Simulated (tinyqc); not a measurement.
Worked calculation: tight binding, honeycomb lattice. Computed by tinyqc, a small Python program that keeps every step. Settings: t1 = 2.94, t2 = 0, phi = 1.57, delta = 0, points = 5. Command: `OMP_NUM_THREADS=1 python tinyqc.py 29954 29955 out.jsonl` (the two numbers bound the seeds that draw the settings). One thread of a shared host (Intel(R) Xeon(R) Processor @ 2.60GHz), about 0.01 s of CPU time with the checks.

## Bloch Hamiltonian at k

Parameters chosen for this model:

| parameter | value | unit |
|---|---|---|
| t1 | 2.940000 | eV, nearest |
| t2 | 0 | eV, second neighbours |
| phi | 1.570000 | rad, phase of t2 (Haldane) |
| delta | 0 | eV, +/- on A and B |

k point k (fractions of the reciprocal vectors): -0.140000  -0.010000

H_AB = -t1 (1 + exp(-i k.a1) + exp(-i k.a2)); H_AA = delta - 2 t2 sum cos(k.b + phi), H_BB = -delta - 2 t2 sum cos(k.b - phi), b = a1, a2 - a1, -a2.

H(k) at k (eV):
```
                     A                    B
A             0.000000  -7.748225-2.449913i
B  -7.748225+2.449913i             0.000000
```

## Levels at k

Diagonalise the Hermitian matrix.

eigenvalues (eV): -8.126319  8.126319

weights |c|^2 of the basis functions:
```
     band 1    band 2
A  0.500000  0.500000
B  0.500000  0.500000
```

## Bloch Hamiltonian at K

k point K (fractions of the reciprocal vectors): 0.333333  0.666667

As before.

H(k) at K (eV):
```
          A         B
A  0.000000  0.000000
B  0.000000  0.000000
```

## Levels at K

As before.

eigenvalues (eV): 0.000000  0.000000

## Bands along a path

The same steps at evenly spaced points between the labelled ones.

Bands along the path (eV):

| k | band 1 | band 2 |
|---|---|---|
| G | -8.820000 | 8.820000 |
| G-K 0.33 | -7.444341 | 7.444341 |
| G-K 0.67 | -3.961051 | 3.961051 |
| K | 0 | 0 |
| K-M 0.33 | -1.564341 | 1.564341 |
| K-M 0.67 | -2.585393 | 2.585393 |
| M | -2.940000 | 2.940000 |
| M-K' 0.33 | -2.585393 | 2.585393 |
| M-K' 0.67 | -1.564341 | 1.564341 |
| K' | 0 | 0 |

With 1 band(s) filled, the highest filled level on these points lies at K and the lowest empty one at K: the bands touch or overlap, so there is no gap.
